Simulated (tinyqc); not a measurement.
BCS gap equation with a constant attraction inside the Debye window: one step, computed by the program tinyqc. Command: `OMP_NUM_THREADS=1 python tinyqc.py 3026147 3026148 out.jsonl bcs walk`. One thread of a shared host (Intel(R) Xeon(R) Processor @ 2.30GHz), about 0.01 s of CPU time with the checks.

Pairs attract with strength V for |xi| < k_B Theta; N(0) is the density of states for one spin. Energies are given as temperatures (E/k_B, in K) unless marked.

Task: Lengths and fields. xi_0 = hbar v_F/(pi Delta_0); lambda_L = sqrt(m_0 eps_0 c^2/(n e^2)); N(0) = 3 n/(2 m_0 v_F^2) for one spin; condensation energy N(0) Delta_0^2/2 = B_c^2/(2 mu_0), mu_0 = 1/(eps_0 c^2); with scattering lambda = lambda_L sqrt(1 + xi_0/l) in the local limit (where xi_0 and l both exceed lambda, nonlocal response makes the true depth larger); Ginzburg-Landau kappa = 0.96 lambda_L/xi_0 + 0.72 lambda_L/l. Free-electron mass throughout; heavier carriers, as in niobium or vanadium, give a larger lambda_L and kappa and can make the metal type II.

Inputs (values chosen for the exercise, modelled on tin):
```
quantity                 value      unit
Debye temperature Theta    197         K
Fermi velocity v_F       2e+06       m/s
electron density n          15  1e28/m^3
mean free path l             8        nm
```

Solver: secant.

Delta_0 = 6.763935 K

Constants: hbar = 1.054571817e-34 J s; k_B = 1.380649e-23 J/K; m_0 = 9.1093837015e-31 kg; eps_0 = 8.8541878128e-12 F/m; c = 299792458 m/s; e = 1.602176634e-19 C.

Give: coherence length xi_0; London depth lambda_L; critical field B_c(0); depth with scattering; Ginzburg-Landau kappa.

Result:

coherence length xi_0 = 718.9 nm

London depth lambda_L = 13.72 nm

critical field B_c(0) = 26.01 mT

depth with scattering = 130.8 nm

Ginzburg-Landau kappa = 1.253

kappa exceeds 1/sqrt(2): type II, and the sample is dirty, l well below xi_0.
